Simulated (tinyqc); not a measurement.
# Worked calculation: trench capacitor in an array: capacitance, non-linearity, leakage and relaxation

Numbers from tinyqc (`OMP_NUM_THREADS=1 python tinyqc.py 2102146 2102147 out.jsonl`; about 0.01 s on one thread of a shared Intel Xeon 2.30GHz). Printed values are rounded.

A film between two metal electrodes, each interface adding a series capacitance ci. The small-signal permittivity is ek (1 + aq E^2); the field is found with the linear permittivity. Leakage J = J0 sinh(E/Ef). After a voltage step the film passes a relaxation current kr C V tt^(-nr), tt being the time in seconds. The sidewall is a coaxial capacitor with radii a = dm/2 - t and b = dm/2, depth AR dm; the end face is left out.

Values chosen for this exercise; permittivity of the order of that of zirconium oxide: relative permittivity of the film ek = 36.7; film thickness t = 9.2 nm; capacitance of each electrode interface (dead layer and screening) ci = 120 uF/cm^2; quadratic field coefficient of the permittivity aq = 0.0074 cm^2/MV^2; bias V = 2.2 V; leakage prefactor J0 = 1.6e-11 A/cm^2; field for an e-fold rise of the leakage Ef = 0.34 MV/cm; diameter of the hole dm = 100 nm; aspect ratio, depth over diameter AR = 50; pitch of the square array pt = 190 nm; resistivity of the inner electrode rho = 1900 uohm cm.

Constants: eps0 = 8.8541878128e-14 F/cm where lengths are in cm. Results are converted to the units shown.

## Planar capacitance, field and non-linearity

Planar film: Cf = eps0 ek/t, 1/C = 1/Cf + 2/ci, EOT = 3.9 eps0/C, effective permittivity C t/eps0, E = (V/t) C/Cf; quadratic coefficient [C(V)/C - 1]/V^2 with Cf (1 + aq E^2) in C(V).

Cf = 3.53205 uF/cm^2
C = 3.33569 uF/cm^2
EOT = 1.03521 nm
effective permittivity = 34.6597
E = 2.25836 MV/cm
quadratic coefficient = 7348.88 ppm/V^2
J = 6.13445e-9 A/cm^2

The interfaces take 5.56 % of the voltage.

## Cell capacitance, fields and time constant

Per length 1/c = ln(b/a)/(2 pi eps0 ek) + (1/a + 1/b)/(2 pi ci); cell capacitance c AR dm; per footprint over pt^2; fields c V/(2 pi eps0 ek r) at r = a and b; resistance of the inner electrode rho AR dm/(pi a^2); time constant R C/3 of the distributed line.

a = 40.8 nm
b = 50 nm
cell capacitance = 47.3949 fF
capacitance per footprint = 131.288 uF/cm^2
field at a = 2.50340 MV/cm
field at b = 2.04277 MV/cm
R = 18.1658 kohm
R C/3 = 286.988 ps

The array gives 39.4 times the planar capacitance per footprint; curvature makes the field at the inner electrode 1.11 times the planar value.
